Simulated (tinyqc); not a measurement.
What each parameter does: five-level k.p model folded onto the conduction band.

Second-order sums for the lowest conduction level at E: 1/m = 1 + Cm + (Ep/3)(2/E + 1/(E + Dso)) - (Ep2/3)(2/(E7 + D2 - E) + 1/(E7 - E)); g/2 = 1 + Cg - (Ep/3)(1/E - 1/(E + Dso)) - (Ep2/3)(1/(E7 - E) - 1/(E7 + D2 - E)). E is counted from the top of the valence band; E = Eg at the edge.

Parameters, chosen for this exercise (near those of CdTe; shifted at random, so the results belong to these values and not to a real crystal):
- Eg = 1.629 eV (gap at Gamma to the s-like level)
- Dso = 0.934 eV (spin-orbit splitting)
- Ep = 19.1 eV (Kane energy)
- E7 = 5.23 eV (upper Gamma7 conduction level, from the valence top)
- D2 = 0.29 eV (its spin-orbit splitting, Gamma8 above Gamma7)
- Ep2 = 2.1 eV (Kane energy to the upper levels)
- Cm = -0.8 (remote term in 1/m)
- Cg = 0 (remote term in g/2)

Mass and g at E = Eg.

One parameter was then changed.

Results before and after:
```
case      m (m0)        g
base     0.10054  -0.8775
changed  0.09998  -0.8746
```

Which of these changes was made? (a) E7 = 5.753 eV; (b) Ep = 21.01 eV; (c) D2 = 0.261 eV; (d) Ep2 = 1.89 eV; (e) Dso = 1.027 eV; (f) Eg = 1.466 eV.

Answer: (d) Ep2 = 1.89 eV. Of the candidates, run in turn, only this one gives the changed row.

All candidates:
```
case             m (m0)        g
base            0.10054  -0.8775
Eg = 1.466 eV   0.09085  -1.4068
Dso = 1.027 eV  0.10142  -1.0515
Ep = 21.01 eV   0.09110  -1.1623
E7 = 5.753 eV   0.09986  -0.8708
D2 = 0.261 eV   0.10056  -0.8748
Ep2 = 1.89 eV   0.09998  -0.8746
```

tinyqc: `OMP_NUM_THREADS=1 python tinyqc.py 1050023 1050024 out.jsonl`; about 0.01 s, one thread, shared Intel(R) Xeon(R) Processor @ 2.30GHz.
